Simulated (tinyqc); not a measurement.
Worked calculation (part 1 of 2): UHF in the sto-6g basis, for Li, spin multiplicity 2. This run ends on a higher stationary point, not on the lowest solution. Computed by tinyqc, a small Python program that keeps every step (integrals from PySCF). Settings: charge = 0, multiplicity = 2, basis = sto-6g, energy threshold = 1e-08, iteration cap = 63, orthogonalisation = symmetric, start = highest core orbitals, DIIS depth = 3, damping = 0.7, method = UHF. Command: `OMP_NUM_THREADS=1 python tinyqc.py 22859 22860 out.jsonl` (the two numbers bound the seeds that draw the settings). One thread of a shared host (Intel(R) Xeon(R) Processor @ 2.60GHz), about 0.1 s of CPU time with the checks. Later iterations appear only in the table of the cycle.

## One-electron integrals

Geometry (angstrom):
```
atom       x       y       z
Li    0.0000  0.0000  0.0000
```

Basis sto-6g: exponents (1/bohr^2) and contraction coefficients of normalised primitives:
```
element  l (shell)  exponent  coefficient
Li           s (1)  167.1758       0.0092
Li           s (1)   30.6515       0.0494
Li           s (1)    8.5752       0.1685
Li           s (1)    2.9458       0.3706
Li           s (1)    1.1439       0.4165
Li           s (1)    0.4711       0.1303
Li           s (2)    6.5976      -0.0133
Li           s (2)    1.3058      -0.0470
Li           s (2)    0.4059      -0.0338
Li           s (2)    0.1561       0.2502
Li           s (2)    0.0678       0.5951
Li           s (2)    0.0311       0.2407
Li           p (3)    6.5976       0.0038
Li           p (3)    1.3058       0.0377
Li           p (3)    0.4059       0.1739
Li           p (3)    0.1561       0.4180
Li           p (3)    0.0678       0.4259
Li           p (3)    0.0311       0.1017
```

Overlap, kinetic and nuclear-attraction integrals over the contracted functions; the nuclear repulsion is the sum of Za Zb / Rab.

nuclear repulsion = 0 hartree

overlap S, order 1Li 1s, 1Li 2s, 1Li 2px, 1Li 2py, 1Li 2pz:
$$\begin{pmatrix}
1.0000 & 0.2357 & 0.0000 & 0.0000 & 0.0000 \\
0.2357 & 1.0000 & 0.0000 & 0.0000 & 0.0000 \\
0.0000 & 0.0000 & 1.0000 & 0.0000 & 0.0000 \\
0.0000 & 0.0000 & 0.0000 & 1.0000 & 0.0000 \\
0.0000 & 0.0000 & 0.0000 & 0.0000 & 1.0000
\end{pmatrix}$$

kinetic energy T (hartree), order 1Li 1s, 1Li 2s, 1Li 2px, 1Li 2py, 1Li 2pz:
$$\begin{pmatrix}
3.6167 & -0.1107 & 0.0000 & 0.0000 & 0.0000 \\
-0.1107 & 0.1065 & 0.0000 & 0.0000 & 0.0000 \\
0.0000 & 0.0000 & 0.3200 & 0.0000 & 0.0000 \\
0.0000 & 0.0000 & 0.0000 & 0.3200 & 0.0000 \\
0.0000 & 0.0000 & 0.0000 & 0.0000 & 0.3200
\end{pmatrix}$$

nuclear attraction V (hartree), order 1Li 1s, 1Li 2s, 1Li 2px, 1Li 2py, 1Li 2pz:
$$\begin{pmatrix}
-8.0671 & -0.8284 & 0.0000 & 0.0000 & 0.0000 \\
-0.8284 & -1.2000 & 0.0000 & 0.0000 & 0.0000 \\
0.0000 & 0.0000 & -1.2000 & 0.0000 & 0.0000 \\
0.0000 & 0.0000 & 0.0000 & -1.2000 & 0.0000 \\
0.0000 & 0.0000 & 0.0000 & 0.0000 & -1.2000
\end{pmatrix}$$

core Hamiltonian H = T + V (hartree), order 1Li 1s, 1Li 2s, 1Li 2px, 1Li 2py, 1Li 2pz:
$$\begin{pmatrix}
-4.4504 & -0.9391 & 0.0000 & 0.0000 & 0.0000 \\
-0.9391 & -1.0935 & 0.0000 & 0.0000 & 0.0000 \\
0.0000 & 0.0000 & -0.8800 & 0.0000 & 0.0000 \\
0.0000 & 0.0000 & 0.0000 & -0.8800 & 0.0000 \\
0.0000 & 0.0000 & 0.0000 & 0.0000 & -0.8800
\end{pmatrix}$$

## Two-electron integrals

Functions are numbered as in S; the eight-fold symmetry (ij|kl) = (ji|kl) = (kl|ij) leaves the list below.

Two-electron integrals (ij|kl) in chemists' order, unique and non-zero (hartree):
```
(11|11) 1.6812   (21|11) 0.2426   (21|21) 0.0445   (22|11) 0.3972
(22|21) 0.0903   (22|22) 0.2906   (31|31) 0.0094   (32|31) 0.0143
(32|32) 0.0642   (33|11) 0.3972   (33|21) 0.0903   (33|22) 0.2906
(33|33) 0.3131   (41|41) 0.0094   (42|41) 0.0143   (42|42) 0.0642
(43|43) 0.0169   (44|11) 0.3972   (44|21) 0.0903   (44|22) 0.2906
(44|33) 0.2794   (44|44) 0.3131   (51|51) 0.0094   (52|51) 0.0143
(52|52) 0.0642   (53|53) 0.0169   (54|54) 0.0169   (55|11) 0.3972
(55|21) 0.0903   (55|22) 0.2906   (55|33) 0.2794   (55|44) 0.2794
(55|55) 0.3131
```

## Orthogonalisation

S = U s U^T; symmetric (Loewdin) form X = U s^(-1/2) U^T, so that X^T S X = 1.

eigenvalues of S: [0.7643, 1.0000, 1.0000, 1.0000, 1.2357]

X, order 1Li 1s, 1Li 2s, 1Li 2px, 1Li 2py, 1Li 2pz:
$$\begin{pmatrix}
1.0217 & -0.1222 & 0.0000 & 0.0000 & 0.0000 \\
-0.1222 & 1.0217 & 0.0000 & 0.0000 & 0.0000 \\
0.0000 & 0.0000 & 1.0000 & 0.0000 & 0.0000 \\
0.0000 & 0.0000 & 0.0000 & 1.0000 & 0.0000 \\
0.0000 & 0.0000 & 0.0000 & 0.0000 & 1.0000
\end{pmatrix}$$

## Starting guess

The start is the highest orbitals of the core Hamiltonian (a deliberately bad start); D(s) = C_occ C_occ^T for each spin.

D(alpha) at the start, order 1Li 1s, 1Li 2s, 1Li 2px, 1Li 2py, 1Li 2pz:
$$\begin{pmatrix}
0.0000 & 0.0000 & 0.0000 & 0.0000 & 0.0000 \\
0.0000 & 0.0000 & 0.0000 & 0.0000 & 0.0000 \\
0.0000 & 0.0000 & 0.0000 & 0.0000 & 0.0000 \\
0.0000 & 0.0000 & 0.0000 & 1.0000 & 0.0000 \\
0.0000 & 0.0000 & 0.0000 & 0.0000 & 1.0000
\end{pmatrix}$$

D(beta) at the start, order 1Li 1s, 1Li 2s, 1Li 2px, 1Li 2py, 1Li 2pz:
$$\begin{pmatrix}
0.0000 & 0.0000 & 0.0000 & 0.0000 & 0.0000 \\
0.0000 & 0.0000 & 0.0000 & 0.0000 & 0.0000 \\
0.0000 & 0.0000 & 0.0000 & 0.0000 & 0.0000 \\
0.0000 & 0.0000 & 0.0000 & 0.0000 & 0.0000 \\
0.0000 & 0.0000 & 0.0000 & 0.0000 & 1.0000
\end{pmatrix}$$

## Iteration 1: building the Fock matrix

J_ij = sum D_kl (ij|kl) with D = D(alpha) + D(beta), K_ij = sum D_kl (ik|jl) for each spin; F = H + J - K(s); E = tr D H + tr D J / 2 - 0.5 sum_s tr D(s) K(s) + E_nn.

Coulomb J (hartree), order 1Li 1s, 1Li 2s, 1Li 2px, 1Li 2py, 1Li 2pz:
$$\begin{pmatrix}
1.1916 & 0.2708 & 0.0000 & 0.0000 & 0.0000 \\
0.2708 & 0.8719 & 0.0000 & 0.0000 & 0.0000 \\
0.0000 & 0.0000 & 0.8381 & 0.0000 & 0.0000 \\
0.0000 & 0.0000 & 0.0000 & 0.8719 & 0.0000 \\
0.0000 & 0.0000 & 0.0000 & 0.0000 & 0.9056
\end{pmatrix}$$

exchange K(alpha) (hartree), order 1Li 1s, 1Li 2s, 1Li 2px, 1Li 2py, 1Li 2pz:
$$\begin{pmatrix}
0.0189 & 0.0285 & 0.0000 & 0.0000 & 0.0000 \\
0.0285 & 0.1285 & 0.0000 & 0.0000 & 0.0000 \\
0.0000 & 0.0000 & 0.0338 & 0.0000 & 0.0000 \\
0.0000 & 0.0000 & 0.0000 & 0.3300 & 0.0000 \\
0.0000 & 0.0000 & 0.0000 & 0.0000 & 0.3300
\end{pmatrix}$$

exchange K(beta) (hartree), order 1Li 1s, 1Li 2s, 1Li 2px, 1Li 2py, 1Li 2pz:
$$\begin{pmatrix}
0.0094 & 0.0143 & 0.0000 & 0.0000 & 0.0000 \\
0.0143 & 0.0642 & 0.0000 & 0.0000 & 0.0000 \\
0.0000 & 0.0000 & 0.0169 & 0.0000 & 0.0000 \\
0.0000 & 0.0000 & 0.0000 & 0.0169 & 0.0000 \\
0.0000 & 0.0000 & 0.0000 & 0.0000 & 0.3131
\end{pmatrix}$$

F(alpha) (hartree), order 1Li 1s, 1Li 2s, 1Li 2px, 1Li 2py, 1Li 2pz:
$$\begin{pmatrix}
-3.2777 & -0.6968 & 0.0000 & 0.0000 & 0.0000 \\
-0.6968 & -0.3501 & 0.0000 & 0.0000 & 0.0000 \\
0.0000 & 0.0000 & -0.0756 & 0.0000 & 0.0000 \\
0.0000 & 0.0000 & 0.0000 & -0.3381 & 0.0000 \\
0.0000 & 0.0000 & 0.0000 & 0.0000 & -0.3044
\end{pmatrix}$$

F(beta) (hartree), order 1Li 1s, 1Li 2s, 1Li 2px, 1Li 2py, 1Li 2pz:
$$\begin{pmatrix}
-3.2683 & -0.6825 & 0.0000 & 0.0000 & 0.0000 \\
-0.6825 & -0.2859 & 0.0000 & 0.0000 & 0.0000 \\
0.0000 & 0.0000 & -0.0587 & 0.0000 & 0.0000 \\
0.0000 & 0.0000 & 0.0000 & -0.0250 & 0.0000 \\
0.0000 & 0.0000 & 0.0000 & 0.0000 & -0.2875
\end{pmatrix}$$

total energy of this density = -1.784956 hartree

This density is the starting one.

## Iteration 1: diagonalisation and new density

Diagonalise F' = X^T F X, C = X C', fill 2 alpha and 1 beta electrons from the bottom; D(s) = C_occ C_occ^T; the new density keeps 0.7 of the old one (damping). Each column has its largest component positive (the first on a tie).

F' = X^T F X (alpha) (hartree):
$$\begin{pmatrix}
-3.2530 & -0.2850 & 0.0000 & 0.0000 & 0.0000 \\
-0.2850 & -0.2405 & 0.0000 & 0.0000 & 0.0000 \\
0.0000 & 0.0000 & -0.0756 & 0.0000 & 0.0000 \\
0.0000 & 0.0000 & 0.0000 & -0.3381 & 0.0000 \\
0.0000 & 0.0000 & 0.0000 & 0.0000 & -0.3044
\end{pmatrix}$$

orbital energies (alpha) (hartree): MO1 -3.2797, MO2 -0.3381, MO3 -0.3044, MO4 -0.2138, MO5 -0.0756

coefficients C (alpha), order 1Li 1s, 1Li 2s, 1Li 2px, 1Li 2py, 1Li 2pz:
$$\begin{pmatrix}
1.0059 & 0.0000 & 0.0000 & -0.2170 & 0.0000 \\
-0.0262 & 0.0000 & 0.0000 & 1.0287 & 0.0000 \\
0.0000 & 0.0000 & 0.0000 & 0.0000 & 1.0000 \\
0.0000 & 1.0000 & 0.0000 & 0.0000 & 0.0000 \\
0.0000 & 0.0000 & 1.0000 & 0.0000 & 0.0000
\end{pmatrix}$$

F' = X^T F X (beta) (hartree):
$$\begin{pmatrix}
-3.2457 & -0.2791 & 0.0000 & 0.0000 & 0.0000 \\
-0.2791 & -0.1768 & 0.0000 & 0.0000 & 0.0000 \\
0.0000 & 0.0000 & -0.0587 & 0.0000 & 0.0000 \\
0.0000 & 0.0000 & 0.0000 & -0.0250 & 0.0000 \\
0.0000 & 0.0000 & 0.0000 & 0.0000 & -0.2875
\end{pmatrix}$$

orbital energies (beta) (hartree): MO1 -3.2709, MO2 -0.2875, MO3 -0.1517, MO4 -0.0587, MO5 -0.0250

coefficients C (beta), order 1Li 1s, 1Li 2s, 1Li 2px, 1Li 2py, 1Li 2pz:
$$\begin{pmatrix}
1.0066 & 0.0000 & -0.2134 & 0.0000 & 0.0000 \\
-0.0299 & 0.0000 & 1.0286 & 0.0000 & 0.0000 \\
0.0000 & 0.0000 & 0.0000 & 1.0000 & 0.0000 \\
0.0000 & 0.0000 & 0.0000 & 0.0000 & 1.0000 \\
0.0000 & 1.0000 & 0.0000 & 0.0000 & 0.0000
\end{pmatrix}$$

D(alpha) after iteration 1, order 1Li 1s, 1Li 2s, 1Li 2px, 1Li 2py, 1Li 2pz:
$$\begin{pmatrix}
0.3035 & -0.0079 & 0.0000 & 0.0000 & 0.0000 \\
-0.0079 & 0.0002 & 0.0000 & 0.0000 & 0.0000 \\
0.0000 & 0.0000 & 0.0000 & 0.0000 & 0.0000 \\
0.0000 & 0.0000 & 0.0000 & 1.0000 & 0.0000 \\
0.0000 & 0.0000 & 0.0000 & 0.0000 & 0.7000
\end{pmatrix}$$

D(beta) after iteration 1, order 1Li 1s, 1Li 2s, 1Li 2px, 1Li 2py, 1Li 2pz:
$$\begin{pmatrix}
0.3040 & -0.0090 & 0.0000 & 0.0000 & 0.0000 \\
-0.0090 & 0.0003 & 0.0000 & 0.0000 & 0.0000 \\
0.0000 & 0.0000 & 0.0000 & 0.0000 & 0.0000 \\
0.0000 & 0.0000 & 0.0000 & 0.0000 & 0.0000 \\
0.0000 & 0.0000 & 0.0000 & 0.0000 & 0.7000
\end{pmatrix}$$

## Iteration 2: building the Fock matrix

As before.

Coulomb J (hartree), order 1Li 1s, 1Li 2s, 1Li 2px, 1Li 2py, 1Li 2pz:
$$\begin{pmatrix}
1.9666 & 0.3626 & 0.0000 & 0.0000 & 0.0000 \\
0.3626 & 0.9359 & 0.0000 & 0.0000 & 0.0000 \\
0.0000 & 0.0000 & 0.9089 & 0.0000 & 0.0000 \\
0.0000 & 0.0000 & 0.0000 & 0.9426 & 0.0000 \\
0.0000 & 0.0000 & 0.0000 & 0.0000 & 0.9561
\end{pmatrix}$$

exchange K(alpha) (hartree), order 1Li 1s, 1Li 2s, 1Li 2px, 1Li 2py, 1Li 2pz:
$$\begin{pmatrix}
0.5225 & 0.0944 & 0.0000 & 0.0000 & 0.0000 \\
0.0944 & 0.1213 & 0.0000 & 0.0000 & 0.0000 \\
0.0000 & 0.0000 & 0.0313 & 0.0000 & 0.0000 \\
0.0000 & 0.0000 & 0.0000 & 0.3276 & 0.0000 \\
0.0000 & 0.0000 & 0.0000 & 0.0000 & 0.2387
\end{pmatrix}$$

exchange K(beta) (hartree), order 1Li 1s, 1Li 2s, 1Li 2px, 1Li 2py, 1Li 2pz:
$$\begin{pmatrix}
0.5133 & 0.0798 & 0.0000 & 0.0000 & 0.0000 \\
0.0798 & 0.0569 & 0.0000 & 0.0000 & 0.0000 \\
0.0000 & 0.0000 & 0.0144 & 0.0000 & 0.0000 \\
0.0000 & 0.0000 & 0.0000 & 0.0144 & 0.0000 \\
0.0000 & 0.0000 & 0.0000 & 0.0000 & 0.2218
\end{pmatrix}$$

F(alpha) (hartree), order 1Li 1s, 1Li 2s, 1Li 2px, 1Li 2py, 1Li 2pz:
$$\begin{pmatrix}
-3.0063 & -0.6709 & 0.0000 & 0.0000 & 0.0000 \\
-0.6709 & -0.2790 & 0.0000 & 0.0000 & 0.0000 \\
0.0000 & 0.0000 & -0.0024 & 0.0000 & 0.0000 \\
0.0000 & 0.0000 & 0.0000 & -0.2649 & 0.0000 \\
0.0000 & 0.0000 & 0.0000 & 0.0000 & -0.1626
\end{pmatrix}$$

F(beta) (hartree), order 1Li 1s, 1Li 2s, 1Li 2px, 1Li 2py, 1Li 2pz:
$$\begin{pmatrix}
-2.9971 & -0.6563 & 0.0000 & 0.0000 & 0.0000 \\
-0.6563 & -0.2146 & 0.0000 & 0.0000 & 0.0000 \\
0.0000 & 0.0000 & 0.0144 & 0.0000 & 0.0000 \\
0.0000 & 0.0000 & 0.0000 & 0.0482 & 0.0000 \\
0.0000 & 0.0000 & 0.0000 & 0.0000 & -0.1457
\end{pmatrix}$$

total energy of this density = -3.533144 hartree

This density is a damped mixture and is not idempotent.

## Iteration 2: DIIS over 2 matrices

error matrix X^T (FDS - SDF) X (alpha):
$$\begin{pmatrix}
0.0000 & 0.0103 & 0.0000 & 0.0000 & 0.0000 \\
-0.0103 & 0.0000 & 0.0000 & 0.0000 & 0.0000 \\
0.0000 & 0.0000 & 0.0000 & 0.0000 & 0.0000 \\
0.0000 & 0.0000 & 0.0000 & 0.0000 & 0.0000 \\
0.0000 & 0.0000 & 0.0000 & 0.0000 & 0.0000
\end{pmatrix}$$

B (overlaps of the stored error matrices):
$$\begin{pmatrix}
0.0000000e+00 & 0.0000000e+00 \\
0.0000000e+00 & 4.0843040e-04
\end{pmatrix}$$

Minimise |sum c_i e_i|^2 with sum c_i = 1: solve [B -1; -1 0][c; lambda] = [0; -1] with B_ij = tr e_i^T e_j summed over both spins, and take F = sum c_i F_i.

DIIS coefficients: [1.0000, 0.0000]

extrapolated F(alpha) (hartree), order 1Li 1s, 1Li 2s, 1Li 2px, 1Li 2py, 1Li 2pz:
$$\begin{pmatrix}
-3.2777 & -0.6968 & 0.0000 & 0.0000 & 0.0000 \\
-0.6968 & -0.3501 & 0.0000 & 0.0000 & 0.0000 \\
0.0000 & 0.0000 & -0.0756 & 0.0000 & 0.0000 \\
0.0000 & 0.0000 & 0.0000 & -0.3381 & 0.0000 \\
0.0000 & 0.0000 & 0.0000 & 0.0000 & -0.3044
\end{pmatrix}$$

extrapolated F(beta) (hartree), order 1Li 1s, 1Li 2s, 1Li 2px, 1Li 2py, 1Li 2pz:
$$\begin{pmatrix}
-3.2683 & -0.6825 & 0.0000 & 0.0000 & 0.0000 \\
-0.6825 & -0.2859 & 0.0000 & 0.0000 & 0.0000 \\
0.0000 & 0.0000 & -0.0587 & 0.0000 & 0.0000 \\
0.0000 & 0.0000 & 0.0000 & -0.0250 & 0.0000 \\
0.0000 & 0.0000 & 0.0000 & 0.0000 & -0.2875
\end{pmatrix}$$

## Iteration 2: diagonalisation and new density

As before.

F' = X^T F X (alpha) (hartree):
$$\begin{pmatrix}
-3.2530 & -0.2850 & 0.0000 & 0.0000 & 0.0000 \\
-0.2850 & -0.2405 & 0.0000 & 0.0000 & 0.0000 \\
0.0000 & 0.0000 & -0.0756 & 0.0000 & 0.0000 \\
0.0000 & 0.0000 & 0.0000 & -0.3381 & 0.0000 \\
0.0000 & 0.0000 & 0.0000 & 0.0000 & -0.3044
\end{pmatrix}$$

orbital energies (alpha) (hartree): MO1 -3.2797, MO2 -0.3381, MO3 -0.3044, MO4 -0.2138, MO5 -0.0756

coefficients C (alpha), order 1Li 1s, 1Li 2s, 1Li 2px, 1Li 2py, 1Li 2pz:
$$\begin{pmatrix}
1.0059 & 0.0000 & 0.0000 & -0.2170 & 0.0000 \\
-0.0262 & 0.0000 & 0.0000 & 1.0287 & 0.0000 \\
0.0000 & 0.0000 & 0.0000 & 0.0000 & 1.0000 \\
0.0000 & 1.0000 & 0.0000 & 0.0000 & 0.0000 \\
0.0000 & 0.0000 & 1.0000 & 0.0000 & 0.0000
\end{pmatrix}$$

F' = X^T F X (beta) (hartree):
$$\begin{pmatrix}
-3.2457 & -0.2791 & 0.0000 & 0.0000 & 0.0000 \\
-0.2791 & -0.1768 & 0.0000 & 0.0000 & 0.0000 \\
0.0000 & 0.0000 & -0.0587 & 0.0000 & 0.0000 \\
0.0000 & 0.0000 & 0.0000 & -0.0250 & 0.0000 \\
0.0000 & 0.0000 & 0.0000 & 0.0000 & -0.2875
\end{pmatrix}$$

orbital energies (beta) (hartree): MO1 -3.2709, MO2 -0.2875, MO3 -0.1517, MO4 -0.0587, MO5 -0.0250

coefficients C (beta), order 1Li 1s, 1Li 2s, 1Li 2px, 1Li 2py, 1Li 2pz:
$$\begin{pmatrix}
1.0066 & 0.0000 & -0.2134 & 0.0000 & 0.0000 \\
-0.0299 & 0.0000 & 1.0286 & 0.0000 & 0.0000 \\
0.0000 & 0.0000 & 0.0000 & 1.0000 & 0.0000 \\
0.0000 & 0.0000 & 0.0000 & 0.0000 & 1.0000 \\
0.0000 & 1.0000 & 0.0000 & 0.0000 & 0.0000
\end{pmatrix}$$

D(alpha) after iteration 2, order 1Li 1s, 1Li 2s, 1Li 2px, 1Li 2py, 1Li 2pz:
$$\begin{pmatrix}
0.5160 & -0.0135 & 0.0000 & 0.0000 & 0.0000 \\
-0.0135 & 0.0004 & 0.0000 & 0.0000 & 0.0000 \\
0.0000 & 0.0000 & 0.0000 & 0.0000 & 0.0000 \\
0.0000 & 0.0000 & 0.0000 & 1.0000 & 0.0000 \\
0.0000 & 0.0000 & 0.0000 & 0.0000 & 0.4900
\end{pmatrix}$$

D(beta) after iteration 2, order 1Li 1s, 1Li 2s, 1Li 2px, 1Li 2py, 1Li 2pz:
$$\begin{pmatrix}
0.5168 & -0.0153 & 0.0000 & 0.0000 & 0.0000 \\
-0.0153 & 0.0005 & 0.0000 & 0.0000 & 0.0000 \\
0.0000 & 0.0000 & 0.0000 & 0.0000 & 0.0000 \\
0.0000 & 0.0000 & 0.0000 & 0.0000 & 0.0000 \\
0.0000 & 0.0000 & 0.0000 & 0.0000 & 0.4900
\end{pmatrix}$$

## Iteration 3: building the Fock matrix

As before.

Coulomb J (hartree), order 1Li 1s, 1Li 2s, 1Li 2px, 1Li 2py, 1Li 2pz:
$$\begin{pmatrix}
2.5091 & 0.4268 & 0.0000 & 0.0000 & 0.0000 \\
0.4268 & 0.9807 & 0.0000 & 0.0000 & 0.0000 \\
0.0000 & 0.0000 & 0.9584 & 0.0000 & 0.0000 \\
0.0000 & 0.0000 & 0.0000 & 0.9922 & 0.0000 \\
0.0000 & 0.0000 & 0.0000 & 0.0000 & 0.9915
\end{pmatrix}$$

exchange K(alpha) (hartree), order 1Li 1s, 1Li 2s, 1Li 2px, 1Li 2py, 1Li 2pz:
$$\begin{pmatrix}
0.8751 & 0.1405 & 0.0000 & 0.0000 & 0.0000 \\
0.1405 & 0.1163 & 0.0000 & 0.0000 & 0.0000 \\
0.0000 & 0.0000 & 0.0297 & 0.0000 & 0.0000 \\
0.0000 & 0.0000 & 0.0000 & 0.3259 & 0.0000 \\
0.0000 & 0.0000 & 0.0000 & 0.0000 & 0.1748
\end{pmatrix}$$

exchange K(beta) (hartree), order 1Li 1s, 1Li 2s, 1Li 2px, 1Li 2py, 1Li 2pz:
$$\begin{pmatrix}
0.8660 & 0.1256 & 0.0000 & 0.0000 & 0.0000 \\
0.1256 & 0.0518 & 0.0000 & 0.0000 & 0.0000 \\
0.0000 & 0.0000 & 0.0127 & 0.0000 & 0.0000 \\
0.0000 & 0.0000 & 0.0000 & 0.0127 & 0.0000 \\
0.0000 & 0.0000 & 0.0000 & 0.0000 & 0.1579
\end{pmatrix}$$

F(alpha) (hartree), order 1Li 1s, 1Li 2s, 1Li 2px, 1Li 2py, 1Li 2pz:
$$\begin{pmatrix}
-2.8163 & -0.6528 & 0.0000 & 0.0000 & 0.0000 \\
-0.6528 & -0.2292 & 0.0000 & 0.0000 & 0.0000 \\
0.0000 & 0.0000 & 0.0488 & 0.0000 & 0.0000 \\
0.0000 & 0.0000 & 0.0000 & -0.2137 & 0.0000 \\
0.0000 & 0.0000 & 0.0000 & 0.0000 & -0.0633
\end{pmatrix}$$

F(beta) (hartree), order 1Li 1s, 1Li 2s, 1Li 2px, 1Li 2py, 1Li 2pz:
$$\begin{pmatrix}
-2.8073 & -0.6379 & 0.0000 & 0.0000 & 0.0000 \\
-0.6379 & -0.1647 & 0.0000 & 0.0000 & 0.0000 \\
0.0000 & 0.0000 & 0.0657 & 0.0000 & 0.0000 \\
0.0000 & 0.0000 & 0.0000 & 0.0994 & 0.0000 \\
0.0000 & 0.0000 & 0.0000 & 0.0000 & -0.0464
\end{pmatrix}$$

total energy of this density = -4.709946 hartree

This density is a damped mixture and is not idempotent.

## Iteration 3: DIIS over 3 matrices

error matrix X^T (FDS - SDF) X (alpha):
$$\begin{pmatrix}
0.0000 & 0.0297 & 0.0000 & 0.0000 & 0.0000 \\
-0.0297 & 0.0000 & 0.0000 & 0.0000 & 0.0000 \\
0.0000 & 0.0000 & 0.0000 & 0.0000 & 0.0000 \\
0.0000 & 0.0000 & 0.0000 & 0.0000 & 0.0000 \\
0.0000 & 0.0000 & 0.0000 & 0.0000 & 0.0000
\end{pmatrix}$$

B (overlaps of the stored error matrices):
$$\begin{pmatrix}
0.0000000e+00 & 0.0000000e+00 & 0.0000000e+00 \\
0.0000000e+00 & 4.0843040e-04 & 1.1803639e-03 \\
0.0000000e+00 & 1.1803639e-03 & 3.4112516e-03
\end{pmatrix}$$

As before.

DIIS coefficients: [0.7236, 0.4226, -0.1462]

extrapolated F(alpha) (hartree), order 1Li 1s, 1Li 2s, 1Li 2px, 1Li 2py, 1Li 2pz:
$$\begin{pmatrix}
-3.2305 & -0.6923 & 0.0000 & 0.0000 & 0.0000 \\
-0.6923 & -0.3377 & 0.0000 & 0.0000 & 0.0000 \\
0.0000 & 0.0000 & -0.0629 & 0.0000 & 0.0000 \\
0.0000 & 0.0000 & 0.0000 & -0.3254 & 0.0000 \\
0.0000 & 0.0000 & 0.0000 & 0.0000 & -0.2797
\end{pmatrix}$$

extrapolated F(beta) (hartree), order 1Li 1s, 1Li 2s, 1Li 2px, 1Li 2py, 1Li 2pz:
$$\begin{pmatrix}
-3.2211 & -0.6779 & 0.0000 & 0.0000 & 0.0000 \\
-0.6779 & -0.2735 & 0.0000 & 0.0000 & 0.0000 \\
0.0000 & 0.0000 & -0.0460 & 0.0000 & 0.0000 \\
0.0000 & 0.0000 & 0.0000 & -0.0123 & 0.0000 \\
0.0000 & 0.0000 & 0.0000 & 0.0000 & -0.2628
\end{pmatrix}$$

## Iteration 3: diagonalisation and new density

As before.

F' = X^T F X (alpha) (hartree):
$$\begin{pmatrix}
-3.2046 & -0.2877 & 0.0000 & 0.0000 & 0.0000 \\
-0.2877 & -0.2280 & 0.0000 & 0.0000 & 0.0000 \\
0.0000 & 0.0000 & -0.0629 & 0.0000 & 0.0000 \\
0.0000 & 0.0000 & 0.0000 & -0.3254 & 0.0000 \\
0.0000 & 0.0000 & 0.0000 & 0.0000 & -0.2797
\end{pmatrix}$$

orbital energies (alpha) (hartree): MO1 -3.2322, MO2 -0.3254, MO3 -0.2797, MO4 -0.2004, MO5 -0.0629

coefficients C (alpha), order 1Li 1s, 1Li 2s, 1Li 2px, 1Li 2py, 1Li 2pz:
$$\begin{pmatrix}
1.0054 & 0.0000 & 0.0000 & -0.2190 & 0.0000 \\
-0.0242 & 0.0000 & 0.0000 & 1.0287 & 0.0000 \\
0.0000 & 0.0000 & 0.0000 & 0.0000 & 1.0000 \\
0.0000 & 1.0000 & 0.0000 & 0.0000 & 0.0000 \\
0.0000 & 0.0000 & 1.0000 & 0.0000 & 0.0000
\end{pmatrix}$$

F' = X^T F X (beta) (hartree):
$$\begin{pmatrix}
-3.1974 & -0.2817 & 0.0000 & 0.0000 & 0.0000 \\
-0.2817 & -0.1643 & 0.0000 & 0.0000 & 0.0000 \\
0.0000 & 0.0000 & -0.0460 & 0.0000 & 0.0000 \\
0.0000 & 0.0000 & 0.0000 & -0.0123 & 0.0000 \\
0.0000 & 0.0000 & 0.0000 & 0.0000 & -0.2628
\end{pmatrix}$$

orbital energies (beta) (hartree): MO1 -3.2234, MO2 -0.2628, MO3 -0.1384, MO4 -0.0460, MO5 -0.0123

coefficients C (beta), order 1Li 1s, 1Li 2s, 1Li 2px, 1Li 2py, 1Li 2pz:
$$\begin{pmatrix}
1.0062 & 0.0000 & -0.2153 & 0.0000 & 0.0000 \\
-0.0279 & 0.0000 & 1.0286 & 0.0000 & 0.0000 \\
0.0000 & 0.0000 & 0.0000 & 1.0000 & 0.0000 \\
0.0000 & 0.0000 & 0.0000 & 0.0000 & 1.0000 \\
0.0000 & 1.0000 & 0.0000 & 0.0000 & 0.0000
\end{pmatrix}$$

D(alpha) after iteration 3, order 1Li 1s, 1Li 2s, 1Li 2px, 1Li 2py, 1Li 2pz:
$$\begin{pmatrix}
0.6645 & -0.0167 & 0.0000 & 0.0000 & 0.0000 \\
-0.0167 & 0.0004 & 0.0000 & 0.0000 & 0.0000 \\
0.0000 & 0.0000 & 0.0000 & 0.0000 & 0.0000 \\
0.0000 & 0.0000 & 0.0000 & 1.0000 & 0.0000 \\
0.0000 & 0.0000 & 0.0000 & 0.0000 & 0.3430
\end{pmatrix}$$

D(beta) after iteration 3, order 1Li 1s, 1Li 2s, 1Li 2px, 1Li 2py, 1Li 2pz:
$$\begin{pmatrix}
0.6655 & -0.0192 & 0.0000 & 0.0000 & 0.0000 \\
-0.0192 & 0.0006 & 0.0000 & 0.0000 & 0.0000 \\
0.0000 & 0.0000 & 0.0000 & 0.0000 & 0.0000 \\
0.0000 & 0.0000 & 0.0000 & 0.0000 & 0.0000 \\
0.0000 & 0.0000 & 0.0000 & 0.0000 & 0.3430
\end{pmatrix}$$
